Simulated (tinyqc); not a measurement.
Site energy and hopping from one surface Green function.

Question. A semi-infinite chain with site energy e0 and hopping -t has g_s = 1/(E - e0 - t^2 g_s). Inside the band |g_s| = 1/t and Re g_s = (E - e0)/(2 t^2). Find t and e0.

g_s at E = 1.18 eV = 0.72500000-0.68874887i 1/eV

Solution. t = 1/|g_s|, and e0 = E - 2 t^2 Re g_s.

t = 1.000 eV
e0 = -0.2700 eV

tinyqc, about 0.07 s, one thread, Intel Xeon 2.30GHz (shared host): `OMP_NUM_THREADS=1 python tinyqc.py 2680106 2680107 out.jsonl`
